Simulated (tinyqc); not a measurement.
Arrhenius fit: deep-level transient spectroscopy (DLTS) of one majority-carrier trap. Computed by tinyqc, a small Python program. Command: `OMP_NUM_THREADS=1 python tinyqc.py 3022714 3022715 out.jsonl dlts walk`. One thread of a shared host (Intel(R) Xeon(R) Processor @ 2.30GHz), about 0.06 s of CPU time with the checks.

A filling pulse loads the traps in a one-sided junction; under reverse bias they empty at the rate e, and the capacitance relaxes as C(t) = C_0 - dC exp(-e t). The signal is S = [C(t_2) - C(t_1)]/dC.

Inputs (values chosen for the exercise, with mass and screening modelled on GaN):
```
quantity                    value  unit
density-of-states mass m    0.203   m_0
valleys M                       1     -
trap depth E_t              0.937    eV
cross-section sigma_0     2.7e-16  cm^2
degeneracy ratio g              2     -
gate time t_1               0.006     s
ratio t_2/t_1                  10     -
```

Carriers: electrons. Extra term: none.

Constants: k_B = 8.617333262e-05 eV/K; k_B = 1.380649e-23 J/K; m_0 = 9.1093837015e-31 kg; h = 6.62607015e-34 J s.

Method:
- e = g sigma v N_b exp(-E/k_B T), v = sqrt(3 k_B T/m), N_b = 2 M (2 pi m k_B T/h^2)^(3/2), sigma = sigma_0, E = E_t.
- S(e) = exp(-e t_1) - exp(-e t_2) peaks at the rate window e_0 = ln(t_2/t_1)/(t_2 - t_1).
- t_1 is scaled by 0.1, 0.3, 1, 3, 10 and 30 at fixed t_2/t_1; each T_p by bisection.
- Least squares of ln(e_0/T_p^2) on 1/(k_B T_p): slope -E_a, intercept ln(gamma sigma_a) with gamma = v N_b/T^2 = sqrt(3 k_B/m) 2 M (2 pi m k_B/h^2)^(3/2). For comparison, the slope of ln e_0 alone.

Arrhenius data:
```
t_1 (s)    e_0 (1/s)  T_p (K)  1/(k_B T_p) (1/eV)  ln(e_0/T_p^2)
0.0006   4.26405e+02  560.810             20.6924        -6.6034
0.0018   1.42135e+02  533.351             21.7577        -7.6016
0.0060   4.26405e+01  506.071             22.9306        -8.7006
0.0180   1.42135e+01  483.415             24.0053        -9.7076
0.0600   4.26405e+00  460.723             25.1876       -10.8154
0.1800   1.42135e+00  441.736             26.2703       -11.8298
```

apparent depth E_a = 0.93700 eV

intercept = 12.785

gamma = 6.6106e+20 cm^-2 s^-1 K^-2

apparent cross-section = 5.4000e-16 cm^2

slope without T^2 = 1.0225 eV

What follows from these numbers?

The apparent depth is 0.9370 eV against E_t = 0.937 eV, and the apparent cross-section is 2.00 times sigma_0: only the degeneracy ratio enters. Leaving out the T^2 factor overstates the slope by 86 meV, about 2 k_B T_p.

Extremes, crossings and ranges named in words are read from the listed rows.
